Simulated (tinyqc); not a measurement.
Worked calculation: Hubbard chain of 5 sites. One step of it, computed by the program tinyqc.

Question. Mean-field iteration 1. H(up) = T + U n(down), H(down) = T + U n(up); fill the lowest levels; n(new) = n + mixing (n(out) - n); E = tr T (rho up + rho down) + U sum n_up n_down of the output.

one-body matrix (hopping and site energies) (eV), lower triangle:
```
           1          2          3          4         5
1   0.000000
2  -1.810000   0.000000
3   0.000000  -1.810000   0.000000
4   0.000000   0.000000  -1.810000   0.000000
5   0.000000   0.000000   0.000000  -1.810000  0.000000
```

U = 9.800000 eV

electrons, up and down: 3  2

mixing = 0.500000

n(up) at the start (a guess, not normalised): 1 0.900000, 2 0.300000, 3 0.900000, 4 0.300000, 5 0.900000

n(down) at the start (a guess): 1 0.100000, 2 0.700000, 3 0.100000, 4 0.700000, 5 0.100000

Give: levels, up; levels, down; energy; n(up) after iteration 1; n(down) after iteration 1.

Answer.

levels, up (eV): -0.378  0.468  0.980  7.372  8.218

levels, down (eV): 1.582  2.428  8.820  9.332  10.178

energy = -2.372 eV

n(up) after iteration 1: 1 0.918, 2 0.208, 3 0.897, 4 0.208, 5 0.918

n(down) after iteration 1: 1 0.082, 2 0.792, 3 0.103, 4 0.792, 5 0.082
